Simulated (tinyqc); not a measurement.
# Inputs raised by 2 %, one at a time

Model: surface photovoltage measurement of the minority-carrier diffusion length in a wafer. Computed by tinyqc, a small Python program. Command: `OMP_NUM_THREADS=1 python tinyqc.py 3130392 3130393 out.jsonl spv sens`. One thread of a shared host (Intel(R) Xeon(R) Processor @ 2.30GHz), about 0.02 s of CPU time with the checks.

Low injection, steady light, a depletion layer much thinner than 1/alpha and L. The excess density dn is taken at the front edge of the neutral region; light that reaches the back is lost.

Inputs (values chosen for the exercise, modelled on p-type silicon at room temperature):

| quantity | value | unit |
|---|---|---|
| diffusion length L | 760 | micrometre |
| wafer thickness W | 775 | micrometre |
| diffusivity D | 28.5 | cm^2/s |
| front recombination velocity S_f | 7100 | cm/s |
| back recombination velocity S_b | 420000 | cm/s |
| photon flux entering | 3.7e+13 | 1/(cm^2 s) |
| minority density at the surface barrier scale n_0 | 4.7e+09 | 1/cm^3 |
| temperature T | 298 | K |
| wavelength | 826 | nm |
| relative noise of each reading | 1 | % |
| diffusion length after pair splitting over L | 0.83 | - |
| iron factor C | 1.06e+16 | micrometre^2/cm^3 |

normal deviates g for the noise: 0.89  0.85  -0.18  1.62  0.42  0.60  -1.08

Constants: k_B = 8.617333262e-05 eV/K.

Method:
- alpha = (84.732/lambda - 76.417)^2 per cm with lambda in micrometre (an empirical fit for silicon between 0.7 and 1.05 micrometre).
- Thick wafer: dn = Phi L/((S_f + D/L)(L + 1/alpha)). Finite wafer, with s = S_b L/D, w = W/L, a = alpha L: dn = [Phi a/(a^2 - 1)] [a - B - exp(-alpha W)(a - s)/(cosh w + s sinh w)]/(S_f + B D/L), B = (sinh w + s cosh w)/(cosh w + s sinh w).
- Photovoltage V = (k_B T/e) ln(1 + dn/n_0). Lifetime = L^2/D.
- Readings y = (Phi/dn) (1 + noise x g) at 780, 830, 880, 920, 950, 975 and 995 nm; a least-squares line y = c (1/alpha + L_app) gives L_app = intercept/slope.
- Splitting iron-boron pairs in boron-doped silicon shortens L; with nothing else changing, [Fe] = C (1/L_after^2 - 1/L^2). It is evaluated with the true lengths and with the apparent ones (without noise), which differ when the wafer is not thick against L.

Runs:

| input moved | from | to | dn, finite wafer (1/cm^3) | apparent length L_app (micrometre) | photovoltage V (mV) | [Fe] from the apparent lengths (1/cm^3) |
|---|---|---|---|---|---|---|
| base run | - | - | 4.7568e+09 | 568.64 | 17.955 | 6.3487e+09 |
| diffusion length L (micrometre) | 760 | 775.2 | 4.7606e+09 | 572.84 | 17.965 | 6.0784e+09 |
| wafer thickness W (micrometre) | 775 | 790.5 | 4.7613e+09 | 577.99 | 17.967 | 6.3775e+09 |
| diffusivity D (cm^2/s) | 28.5 | 29.07 | 4.7508e+09 | 568.65 | 17.938 | 6.3487e+09 |
| front recombination velocity S_f (cm/s) | 7100 | 7242 | 4.6695e+09 | 568.64 | 17.716 | 6.3487e+09 |
| back recombination velocity S_b (cm/s) | 420000 | 428400 | 4.7568e+09 | 568.63 | 17.955 | 6.3486e+09 |
| photon flux entering (1/(cm^2 s)) | 3.7e+13 | 3.774e+13 | 4.8520e+09 | 568.64 | 18.212 | 6.3487e+09 |
| wavelength (nm) | 826 | 842.52 | 4.7364e+09 | 568.64 | 17.899 | 6.3487e+09 |

Exponents ln(y'/y) / ln(x'/x):

| input | dn, finite wafer | apparent length L_app | photovoltage V | [Fe] from the apparent lengths |
|---|---|---|---|---|
| diffusion length L | 0.040 | 0.372 | 0.029 | -2.197 |
| wafer thickness W | 0.048 | 0.823 | 0.034 | 0.229 |
| diffusivity D | -0.065 | 0.001 | -0.047 | 0.000 |
| front recombination velocity S_f | -0.936 | 0.000 | -0.675 | 0.000 |
| back recombination velocity S_b | 0.000 | -0.001 | 0.000 | 0.000 |
| photon flux entering | 1.000 | 0.000 | 0.718 | 0.000 |
| wavelength | -0.218 | 0.000 | -0.157 | 0.000 |

Among the inputs moved here: dn, finite wafer answers most in size to photon flux entering (exponent +1.000), next to front recombination velocity S_f (-0.936); its exponent is below 0.0005 for back recombination velocity S_b. Apparent length L_app answers most in size to wafer thickness W (exponent +0.823), next to diffusion length L (+0.372); its exponent is below 0.0005 for front recombination velocity S_f, photon flux entering, wavelength. Its exponent 0.000 in front recombination velocity S_f: S_f scales all readings alike. Photovoltage V answers most in size to photon flux entering (exponent +0.718), next to front recombination velocity S_f (-0.675); its exponent is below 0.0005 for back recombination velocity S_b. [Fe] from the apparent lengths answers most in size to diffusion length L (exponent -2.197), next to wafer thickness W (+0.229); its exponent is below 0.0005 for diffusivity D, front recombination velocity S_f, back recombination velocity S_b, photon flux entering, wavelength.

Caution (all rows): dn is not small against n_0, so V is not linear in the flux; the constant-flux reading then needs dn, not V.
